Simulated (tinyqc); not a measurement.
Short-channel transistor, virtual-source model with series resistance: two steps of the calculation.

The current per gate width is the charge at the top of the source barrier (the virtual source) times its velocity times a saturation function; al and be are fitting constants of the model. Units: I in uA/um, Rs in ohm um, so I Rs = 1e-6 I Rs in volts; Q in uC/cm^2, so I = 1e-4 Q vx0 Fsat with vx0 in cm/s.

Inputs (values chosen for the exercise):

| symbol | value | unit | meaning |
|---|---|---|---|
| T | 273 | K | temperature |
| Cinv | 3.02 | uF/cm^2 | inversion capacitance |
| vx0 | 8.91e6 | cm/s | velocity at the virtual source |
| mu | 300 | cm^2/(V s) | apparent mobility |
| L | 32 | nm | channel length |
| VT0 | 0.312 | V | threshold at zero drain voltage |
| dl | 0.045 | V/V | drain-induced barrier lowering |
| n0 | 1.4 |  | subthreshold factor |
| nd | 0.1 | 1/V | growth of n with drain voltage |
| al | 3.5 |  | threshold shift (in units of Vt) from weak to strong inversion |
| be | 1.6 |  | sharpness of saturation |
| Rs | 90 | ohm um | series resistance of each contact |
| Vgs | 0.9 | V | gate voltage |
| Vds | 0.05 | V | drain voltage |

Constants: q = 1.602176634e-19 C, kB = 1.380649e-23 J/K, Vt = kB T/q. Results are converted to the units shown.

Problem 1. Current through the series resistance. Intrinsic voltages Vg' = Vgs - I Rs, Vd' = Vds - 2 I Rs. n = n0 + nd Vd', VT = VT0 - dl Vd', Ff = 1/(1 + exp((Vg' - VT + al Vt/2)/(al Vt))), Q = Cinv n Vt ln(1 + exp((Vg' - VT + al Vt Ff)/(n Vt))), Vdsat = (vx0 L/mu)(1 - Ff) + Vt Ff, Fsat = u/(1 + u^be)^(1/be) with u = Vd'/Vdsat, and I(out) = Q vx0 Fsat per width. (Fsat takes the sign of u.) Newton step: I(new) = I + (I(out) - I)/(1 - s), s = dI(out)/dI by a central difference with +/- 0.001 uA/um.

I after iteration 1 = 234.45980 uA/um

Wanted: Vg'; Vd'; VT; Ff; Q; Vdsat; Fsat; I(out); s; I after iteration 2.

Solution 1.

Vg' = 0.8789 V
Vd' = 0.007797 V
VT = 0.3116 V
Ff = 6.175e-4
Q = 1.713 uC/cm^2
Vdsat = 0.09500 V
Fsat = 0.08115
I(out) = 123.9 uA/um
s = -2.830
I after iteration 2 = 205.6 uA/um

Problem 2. What the series resistance costs. n = n0 + nd Vd', VT = VT0 - dl Vd', Ff = 1/(1 + exp((Vg' - VT + al Vt/2)/(al Vt))), Q = Cinv n Vt ln(1 + exp((Vg' - VT + al Vt Ff)/(n Vt))), Vdsat = (vx0 L/mu)(1 - Ff) + Vt Ff, Fsat = u/(1 + u^be)^(1/be) with u = Vd'/Vdsat, and I = Q vx0 Fsat per width. I0 is the current for Rs = 0. Effective velocity I/Q; transit time L Q/I.

converged I = 205.32031 uA/um
I0 = 690.38675 uA/um

Find: loss against I0; effective velocity; transit time.

Solution 2.

loss against I0 = 70.26 %
effective velocity = 1.192e6 cm/s
transit time = 2.684 ps

Computed by the program tinyqc: `OMP_NUM_THREADS=1 python tinyqc.py 2380173 2380174 out.jsonl`, one thread of a shared Intel Xeon 2.30GHz, about 0.02 s for the whole run.
